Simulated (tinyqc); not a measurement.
Double-gate transistor below threshold, two-dimensional Poisson equation on a small mesh: effect of the relative permittivity of the insulator.

Half of a symmetric double-gate structure: row 0 is the mid-plane of the body, where the normal field vanishes. Mobile charge is neglected (subthreshold), the body is fully depleted, and potentials are counted from the intrinsic level; rows run upward to the gate, columns from source to drain.

Mesh: rows i = 0..12 in the semiconductor (step hs = tb/12, row 12 on the interface), then 8 step(s) ho = tox/8 up to the gate row 20; columns j = 0..80 (step hy = L/80). Box integration, divided by eps0: up_i = eps hy/h of the interval above row i, dn_i = that of the interval below (0 for row 0), lat_i = (sum of eps h/2 over the intervals above and below)/hy, s_i = -q Na w_i hy/eps0 with w_i the semiconductor height of the box (hs/2 for row 0 and the interface row, hs between, 0 in the insulator). Each free node obeys (up + dn + 2 lat) psi = up psi(above) + dn psi(below) + lat [psi(left) + psi(right)] + s. Fixed values: gate row Vg - Vfb; column 0 at Vbi and the last column at Vbi + Vd in the semiconductor, each running linearly to Vg - Vfb across the insulator. The system is solved directly. On row 0 the minimum of psi and its place come from a parabola through the three lowest nodes; barrier = Vbi - minimum, swing = Vt ln 10/(d psi/dVg), DIBL = (d psi/dVd)/(d psi/dVg) there. Lambda = pi/k with k the smallest positive root of tan(k tox) tan(k tb) = eox/eps_r.

Parameters, values chosen for the exercise; semiconductor permittivity close to that of silicon: temperature T = 350 K; relative permittivity of the semiconductor eps_r = 11.8; half the body thickness tb = 6 nm; insulator thickness tox = 3.7 nm; channel length L = 42 nm; acceptor density of the depleted body Na = 0 cm^-3; potential of the source Vbi = 0.6 V; gate offset Vfb = 0.12 V; gate voltage Vg = 0 V; drain voltage Vd = 0.5 V.

Constants: q = 1.602176634e-19 C, kB = 1.380649e-23 J/K, Vt = kB T/q, eps0 = 8.8541878128e-14 F/cm where lengths are in cm. Results are converted to the units shown.

Results:
```
eox  L/Lambda  barrier (V)  place y/L  swing (mV/decade)  DIBL (mV/V)
3.9     1.463       0.5191     0.4414              89.33        104.7
5.9     1.718       0.5800     0.4506              82.17        67.54
13      2.227       0.6511     0.4622              75.17        30.52
20      2.491       0.6717     0.4662              73.36        20.90
30      2.715       0.6839     0.4689              72.33        15.41
```

Estimate the missing row, eox = 8.8.

Computed row:
```
eox  L/Lambda  barrier (V)  place y/L  swing (mV/decade)  DIBL (mV/V)
8.8     1.975       0.6225     0.4573              77.83        44.67
```

With this row back in the table: As eox goes from 3.9 to 30, the barrier rises from 0.519 to 0.684 V, the swing falls from 89.3 to 72.3 mV a decade and DIBL falls from 105 to 15.4 mV/V; the ideal swing is 69.4. L/Lambda goes from 1.5 to 2.7.

tinyqc, about 0.1 s, one thread, Intel Xeon 2.30GHz (shared host): `OMP_NUM_THREADS=1 python tinyqc.py 2480070 2480071 out.jsonl`
